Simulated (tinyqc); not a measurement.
# Nanowire ballistic transistor, top-of-the-barrier model, step by step

Numbers from tinyqc (`OMP_NUM_THREADS=1 python tinyqc.py 2400052 2400053 out.jsonl`; about 0.04 s on one thread of a shared Intel Xeon 2.30GHz). Printed values are rounded.

At the top of the source barrier, states moving towards the drain are filled by the source (Fermi level 0) and states moving back by the drain (Fermi level -q Vd); nothing scatters. U is the shift of the band edge there, set by the capacitances CG, CD and CS (the total) and by the charge. Parabolic one-dimensional subband; the source is grounded.

Values chosen for this exercise; mass and valleys close to those of silicon (two valleys): temperature T = 300 K; effective mass m = 0.187 m0; valley degeneracy gv = 2; relative permittivity of the gate insulator eox = 22; insulator thickness tox = 1.6 nm; wire diameter d = 6 nm; gate control CG/CS aG = 0.86; drain control CD/CS aD = 0.108; band edge at the barrier top above the source Fermi level at zero bias E0 = 0.34 eV; gate voltage Vg = 0.6 V; drain voltage Vd = 0.05 V.

Constants: q = 1.602176634e-19 C, kB = 1.380649e-23 J/K, hbar = 1.054571817e-34 J s, h = 6.62607015e-34 J s, m0 = 9.1093837015e-31 kg, Vt = kB T/q, eps0 = 8.8541878128e-14 F/cm where lengths are in cm. Results are converted to the units shown.

## Density of states, capacitances and charge at zero bias

N0 = gv sqrt(2 m kB T/pi)/hbar, CG = 2 pi eps0 eox/ln(1 + 2 tox/d), CS = CG/aG, n0 = n at U = 0 and Vd = 0. eta1 = -(E0 + U)/Vt, eta2 = eta1 - Vd/Vt, n = (N0/2)[F_(-1/2)(eta1) + F_(-1/2)(eta2)], F_(-1/2)(x) = (1/sqrt(pi)) int_0^infinity u^(-1/2)/(1 + exp(u - x)) du. UL = -(aG Vg + aD Vd).

N0 = 4.01940e6 cm^-1
CG = 28.6333 pF/cm
CS = 33.2946 pF/cm
n0 = 7.80571 cm^-1
UL = -0.5214 eV

## Iteration 1: self-consistent potential at the barrier top

U at the start (U = UL) = -0.5214 eV

eta1 = -(E0 + U)/Vt, eta2 = eta1 - Vd/Vt, n = (N0/2)[F_(-1/2)(eta1) + F_(-1/2)(eta2)], F_(-1/2)(x) = (1/sqrt(pi)) int_0^infinity u^(-1/2)/(1 + exp(u - x)) du. U(out) = UL + q (n - n0)/CS. Newton step: U(new) = U + (U(out) - U)/(1 + CQ/CS), CQ = (q/Vt) dn/d(eta1) with both F' summed; F' = dF_(-1/2)/dx.

eta1 = 7.01687
eta2 = 5.08278
n = 1.09651e7 cm^-1
U(out) = -0.468635 eV
CQ = 6.05434 pF/cm
U after iteration 1 = -0.476753 eV

## Iteration 2: self-consistent potential at the barrier top

As before.

eta1 = 5.28986
eta2 = 3.35577
n = 9.09867e6 cm^-1
U(out) = -0.477616 eV
CQ = 7.46468 pF/cm
U after iteration 2 = -0.477458 eV

## Course of the iteration: self-consistent potential at the barrier top

Stop when U changes by less than 1e-9 eV, or after 90 iterations.

Course of the iteration:
```
iteration     U (eV)  |change| (eV)
1          -0.476753         0.0446
2          -0.477458        7.05e-4
3          -0.477458        2.46e-7
4          -0.477458       2.97e-14
```

Converged in 4 iterations. The change falls from 0.045 in the first iteration to below the tolerance in the last.

## Current, mean velocity and share of the gate voltage

converged U = -0.477458 eV

N0 = gv sqrt(2 m kB T/pi)/hbar, CG = 2 pi eps0 eox/ln(1 + 2 tox/d), CS = CG/aG, n0 = n at U = 0 and Vd = 0. eta1 = -(E0 + U)/Vt, eta2 = eta1 - Vd/Vt, n = (N0/2)[F_(-1/2)(eta1) + F_(-1/2)(eta2)], F_(-1/2)(x) = (1/sqrt(pi)) int_0^infinity u^(-1/2)/(1 + exp(u - x)) du. I = gv (2 q^2/h) Vt [ln(1 + exp eta1) - ln(1 + exp eta2)]. Mean velocity I/(q n). CQ = (q/Vt) dn/d(eta1); the band edge follows the gate as -dU/dVg = aG/(1 + CQ/CS).

eta1 = 5.31713
n = 9.13145e6 cm^-1
I = 7.63398 uA
mean velocity = 5.21796e6 cm/s
CQ = 7.43631 pF/cm
-dU/dVg = 0.702988 eV/V

The carriers from the source are degenerate (eta1 = 5.32), and the mean velocity is 0.419 times vT = sqrt(2 kB T/(pi m)) = 1.24e7 cm/s. The drain fills a good part of the returning states, which lowers the mean.
